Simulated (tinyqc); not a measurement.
Worked calculation: nanosheet or nanowire with hard walls, valleys of the Si type. Values are carried at full precision from step to step, so a last printed digit may differ when a step is redone from the rounded ones.

Six ellipsoidal valleys along the cube axes: inverse mass tensor w = 1/mt + (1/ml - 1/mt) a a^T with a the unit axis. Device axes: x along the channel, z = [001], y = z x x.

Constants: hbar^2/2m0 = 3.80998211 eV angstrom^2; hbar = 6.58211957e-16 eV s; e^2/h = 3.874045865e-05 S; kB = 8.617333262e-05 eV/K.

Inputs chosen for the exercise (near those of Si; not measured data):
- ml = 0.924 m0 (longitudinal mass)
- mt = 0.188 m0 (transverse mass)
- channel = 110 (transport direction x on a (001) wafer)
- W = 110 angstrom (width, along y)
- H = 32 angstrom (height, along z = [001])
- dE = 0.122 eV (EF above the lowest subband edge)
- T = 300 K (temperature)
- g_all = 6 (number of valleys)

## Valley masses for a [110] channel

Rotate w into the device axes and group equal valleys (|w_yz| counts); order by w_zz, then w_yy. 1/m_x = w_xx - w_xc w_c^-1 w_cx with c the block (y, z).

Valleys:

| group | valleys g | w_yy | w_zz | \|w_yz\| | m_x (m0) |
|---|---|---|---|---|---|
| A | 2 | 5.3191 | 1.0823 | 0.0000 | 0.1880 |
| B | 4 | 3.2007 | 5.3191 | 0.0000 | 0.5560 |

The lightest transport mass, 0.188 m0, belongs to group A.

## One-dimensional subbands

Hard walls around a W x H rectangle. The block w_c of w in (y, z) confines; the transport mass follows from 1/m_x = w_xx - w_xc w_c^-1 w_cx. The cross-section problem c (w_yy ky^2 + 2 w_yz ky kz + w_zz kz^2), c = hbar^2/2m0, is solved in products sin(n pi y/W) sin(l pi z/H), n, l = 1 to 12; if w_yz = 0 the levels are c pi^2 (w_yy n^2/W^2 + w_zz l^2/H^2). The w_yz term couples (n, l) to (n', l') by -2 c w_yz D_nn'(W) D_ll'(H) with D_nm(L) = 4 n m/(L (n^2 - m^2)) for n + m odd and 0 otherwise.

The ten lowest levels of all groups together, numbered within each group.

Subbands:

| label | valleys g | m_x (m0) | E (eV) |
|---|---|---|---|
| A1 | 2 | 0.1880 | 0.0563 |
| A2 | 2 | 0.1880 | 0.1059 |
| A3 | 2 | 0.1880 | 0.1755 |
| A4 | 2 | 0.1880 | 0.1885 |
| B1 | 4 | 0.5560 | 0.2053 |
| A5 | 2 | 0.1880 | 0.2251 |
| B2 | 4 | 0.5560 | 0.2351 |
| B3 | 4 | 0.5560 | 0.2848 |
| A6 | 2 | 0.1880 | 0.3042 |
| A7 | 2 | 0.1880 | 0.3077 |

The lowest subband is A1; the number of further ones in the list within kB T = 25.9 meV of it at 300 K is 0.

## Modes, density and velocity at zero temperature

With EF = E_lowest + dE, each subband below EF has k_F = sqrt(m_x (EF - E)/c), carries n = 2 g k_F/pi electrons per length (spin included), moves at v = 2 c k_F/(hbar m_x) and adds 2 g e^2/h to the ballistic conductance; c = hbar^2/2m0, 1 angstrom/s = 1e-8 cm/s.

Occupied subbands:

| label | k_F (1/angstrom) | n (1/nm) | v (1e7 cm/s) |
|---|---|---|---|
| A1 | 0.0776 | 0.988 | 4.78 |
| A2 | 0.0598 | 0.761 | 3.68 |
| A3 | 0.0117 | 0.149 | 0.72 |

total n = 1.898 1/nm
ballistic conductance = 464.9 microsiemens

EF lies below the last listed level, so the count is complete for these valleys (other families, and non-parabolicity above about 0.2 eV, are left out): 3 subbands with 6 valley modes. The Fermi velocity, averaged with the densities as weights, is 4.02 x 1e7 cm/s; the mean over all filled states moving one way is half of it.

## Threshold shift from confinement

Without degeneracy the line density is N1 exp((EF - Ec)/kB T) with N1 = sum 2 g sqrt(m_x kB T/(4 pi c)) exp(-E/kB T), here over n, l up to 80 where w_yz = 0 and over all levels of a 12 x 12 sine basis otherwise; the classical value is W H Nc with Nc = 2 g_all (m_dos kB T/(4 pi c))^(3/2), m_dos = (ml mt^2)^(1/3); dVt = kB T ln(W H Nc/N1).

Form N1, W H Nc and dVt.

N1 = 0.05389 1/nm
W H Nc = 0.9578 1/nm
dVt = 74.4 mV

## Checks

- Lowest level of group A on a 40 x 40 difference grid against the sine basis, eV: both 0.056.

Run: tinyqc, `OMP_NUM_THREADS=1 python tinyqc.py 1280263 1280264 out.jsonl`; Intel(R) Xeon(R) Processor @ 2.30GHz, one thread, shared host; about 0.02 s of CPU time with all checks.
